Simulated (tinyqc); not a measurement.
Longitudinal sound in a periodic multilayer: transfer matrices, stop bands and folded phonons: one step, computed by the program tinyqc.

Layers 1 and 2 repeat with period d = d_1 + d_2; waves travel normal to the layers, without loss. State vector (u, s): displacement u and stress divided by omega. Impedances Z = rho v are in 1e6 kg/(m^2 s).

Task: Transfer matrix of one period. A layer maps (u, s) by [[cos p, sin p/Z], [-Z sin p, cos p]], p = 2 pi f d_i/v_i; one period is M = M_2 M_1, and cos(q d) = trace(M)/2.

Inputs (values chosen for the exercise, modelled on silica (layer 1), tungsten (layer 2) and gallium arsenide (substrate)):

| quantity | value | unit |
|---|---|---|
| velocity v_1 | 5860 | m/s |
| thickness d_1 | 280 | nm |
| velocity v_2 | 5230 | m/s |
| thickness d_2 | 415 | nm |
| frequency f | 2.61 | GHz |

Z_2 = 101.985

Z_1 = 12.9506

Give: phase p_1; phase p_2; M; trace(M)/2.

Result:

phase p_1 = 0.7836 rad

phase p_2 = 1.301 rad

M:
```
        1        2
1  0.1022  0.02121
2  -72.07   -5.169
```

trace(M)/2 = -2.533

|trace/2| > 1: f lies in a stop band, and the amplitude falls by a factor 4.861 a period.
